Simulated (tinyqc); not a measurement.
Worked calculation: Ewald sum of point charges, displaced rock salt lattice. Computed by tinyqc, a small Python program that keeps every step. Command: `OMP_NUM_THREADS=1 python tinyqc.py 29515 29516 out.jsonl` (the two numbers bound the seeds that draw the settings). One thread of a shared host (Intel(R) Xeon(R) Processor @ 2.60GHz), about 0.03 s of CPU time with the checks.

## Ewald sum with eta = 0.422 1/bohr

cell vectors (rows) (bohr):
$$\begin{pmatrix}
0.00000 & 4.29500 & 4.29500 \\
4.29500 & 0.00000 & 4.29500 \\
4.29500 & 4.29500 & 0.00000
\end{pmatrix}$$

Charges:
```
q              f1       f2       f3
1.00000   0.00000  0.00000  0.00000
-1.00000  0.46000  0.56000  0.50000
```

Real space: 1/2 sum q_i q_j erfc(eta r)/r over all images with r > 0; reciprocal space: (2 pi/V) sum_(G != 0) exp(-G^2/4 eta^2)/G^2 |S(G)|^2 with S(G) = sum q exp(i G.r); self term -eta/sqrt(pi) sum q^2; background -pi Q^2/(2 V eta^2), Q the total charge.

Real-space shells (first ones):
```
r (bohr)  pairs  sum (hartree)
4.04187       2       -0.00392
4.13214       2       -0.00331
4.22048       2       -0.00279
4.39183       2       -0.00200
4.47505       2       -0.00169
4.55675       2       -0.00143
6.07405      24        0.00057
7.14263       2      -2.83e-06
7.24520       2      -2.12e-06
7.34633       2      -1.58e-06
7.44610       4      -2.37e-06
7.54454       2      -8.90e-07
```

Reciprocal shells (first ones that count):
```
G^2 (1/bohr^2)  vectors  sum (hartree)
1.60507               8        0.08191
2.14010               6        0.00040
4.28019              12       3.93e-05
5.88527              24        0.00016
6.42029               8       1.28e-06
8.56039               6       4.77e-08
10.16546             24       2.18e-07
10.70048             24       9.30e-09
12.84058             24       4.54e-10
14.44565             32       4.84e-10
```

## The total does not depend on eta

The same sums for other eta.

Totals (hartree per cell):
```
eta           real  reciprocal      self  background       total
0.42200   -0.01458     0.08252  -0.47618     0.00000  -0.4082428
0.52400   -0.00224     0.18527  -0.59127     0.00000  -0.4082428
0.74200  -1.32e-05     0.42903  -0.83726     0.00000  -0.4082428
```

shortest distance = 4.04187 bohr

Madelung constant -E d / (formula units |q+ q-|) = 1.65006
